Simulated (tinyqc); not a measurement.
Floating body of a partially depleted SOI transistor: body voltage and kink: one step of the calculation.

Source at 0 V. Channel current Ic = 2 nf K Vt^2 [F(0) - F(Vd)](1 + la Vd), F(V) = ln^2(1 + exp((Vg - VT - nf V)/(2 nf Vt))), VT = VT0 - gb Vb. Saturation voltage Vs = 2 Vt sqrt(F(0)) + 3 Vt, excess Ve = (Vd - Vs + sqrt((Vd - Vs)^2 + 0.0004 V^2))/2, multiplication M1 = Ai Ve exp(-Bl/Ve). Each junction passes D(v) = J1 (exp(v/Vt) - 1) + J2 (exp(v/(2 Vt)) - 1). Bipolar current Ib = bb J1 (exp(Vb/Vt) - 1). The body settles where M1 (Ic + Ib) = D(Vb) + D(Vb - Vd) + Vb/Rb; drain current Id = (1 + M1)(Ic + Ib) - D(Vb - Vd).

Problem. Drain current with floating and with grounded body. Id and VT at the converged Vb, Id at Vb = 0, their ratio, and the bipolar share Ib/(Ic + Ib).

Parameters, values chosen for the exercise; values of the order met in partially depleted silicon-on-insulator transistors:
```
symbol    value         unit                                                                                            meaning
T           358            K                                                                                        temperature
VT0         0.5            V                                                                     threshold at zero body voltage
gb         0.23                                                                  fall of the threshold per volt of body voltage
nf         1.44                                                                                                    slope factor
K           350  uA/(V^2 um)                                                                              gain factor per width
la         0.04          1/V                                                                   channel-length modulation factor
Ai         1.16          1/V                                                                        impact-ionisation prefactor
Bl          4.2            V                                                                          impact-ionisation voltage
J1      3.6e-10        uA/um                                                      diffusion saturation current of each junction
J2       1.1e-8        uA/um                                                  recombination saturation current of each junction
bb            1                                                 gain of the lateral bipolar transistor on the diffusion current
Rb          1e9      kohm um  resistance of a weak body tie to the source (1e9 stands for no tie, and the term is then dropped)
Vg         1.04            V                                                                                       gate voltage
Vd          1.6            V                                                                                      drain voltage
```

Constants: q = 1.602176634e-19 C, kB = 1.380649e-23 J/K, Vt = kB T/q. Results are converted to the units shown.

converged Vb = 0.67787760 V

Find: VT; Id, floating; Id, grounded; ratio; bipolar share.

Solution.

VT = 0.34409 V
Id, floating = 65.142 uA/um
Id, grounded = 38.948 uA/um
ratio = 1.6725
bipolar share = 1.9669 %

The body rises to 0.678 V and lowers the threshold by 156 mV.

Range of the model: The multiplication law is an empirical form chosen for the exercise; self-heating and capacitive coupling to the body are left out, and the linear laws are rough once Vb passes about 0.7 V or M1 about 0.1.

Numbers from tinyqc (`OMP_NUM_THREADS=1 python tinyqc.py 2182263 2182264 out.jsonl`; about 0.2 s on one thread of a shared Intel Xeon 2.30GHz).
